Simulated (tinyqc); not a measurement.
## Schottky barrier on an n-type semiconductor with a doping step, non-linear Poisson equation by Newton steps: Capacitance-voltage profiling

One dimension, metal at x = 0, donor density C(x) = N1 for x < x1 and Nd beyond. Energies are counted from the electron Fermi level of the semiconductor and the conduction-band edge is Ec = -psi, so n = Nc exp(psi/Vt); holes follow the Fermi level of the metal, at -V, so p = Nv exp((V - psi - Eg)/Vt). Ends: psi(0) = V - phiB and psi = Vt ln(Nd/Nc) deep inside. Boltzmann statistics, full ionisation, no current, no image force in the Poisson equation.

The Poisson equation d/dx(eps0 eps_r dpsi/dx) = -q (p - n + C) is solved on a mesh of about 1000 nodes or more that ends in neutral material. C_s = q d/dV of the integral of n over x, from the linearised equation. Probed depth w = eps0 eps_r/C_s; apparent doping N_app = C_s^3/(q eps0 eps_r dC_s/dV), the derivative by central differences over +/- 0.02 V.

Inputs (values chosen for the exercise); band and dielectric values close to those of indium phosphide: temperature T = 350 K; band gap Eg = 1.36 eV; relative permittivity eps_r = 12.3; conduction-band density of states at T Nc = 7.16e17 cm^-3; valence-band density of states at T Nv = 1.39e19 cm^-3; donor density deep in the semiconductor Nd = 1.4e17 cm^-3; barrier height phiB = 0.61 eV; depth of the doping step x1 = 25 nm; donor density above the step N1 = 7e17 cm^-3.

Constants: q = 1.602176634e-19 C, kB = 1.380649e-23 J/K, Vt = kB T/q, eps0 = 8.8541878128e-14 F/cm where lengths are in cm. Results are converted to the units shown.

The same in every row: true C(w) (cm^-3) = 1.40e17.

Capacitance-voltage profiling:

| V (V) | C_s (nF/cm^2) | w (nm) | N_app (cm^-3) | \|E_0\| (kV/cm) |
|---|---|---|---|---|
| 0 | 210 | 51.8 | 1.48e17 | 312 |
| -0.56 | 121 | 89.9 | 1.40e17 | 391 |
| -1.11 | 94.0 | 116 | 1.40e17 | 445 |
| -1.67 | 79.3 | 137 | 1.40e17 | 489 |
| -2.22 | 70.0 | 156 | 1.40e17 | 526 |
| -2.78 | 63.2 | 172 | 1.40e17 | 561 |
| -3.33 | 58.2 | 187 | 1.40e17 | 591 |
| -3.89 | 54.2 | 201 | 1.40e17 | 620 |
| -4.44 | 50.9 | 214 | 1.40e17 | 647 |
| -5 | 48.1 | 226 | 1.40e17 | 672 |

Read the table: what changes, and by how much?

C_s falls from 210 to 48.1 nF/cm^2 while the probed depth goes from 51.8 to 226 nm. The apparent doping falls from 1.48e17 to 1.40e17 cm^-3. It departs most from the true doping at that depth for V = 0 V, where it is 5.9 % above it; the method senses the electrons at the edge of the depleted layer, which are smeared over a few Debye lengths (LD = 12 nm at Nd), so it cannot follow a doping that changes on that scale.

tinyqc, about 0.07 s, one thread, Intel Xeon 2.30GHz (shared host): `OMP_NUM_THREADS=1 python tinyqc.py 2020116 2020117 out.jsonl`
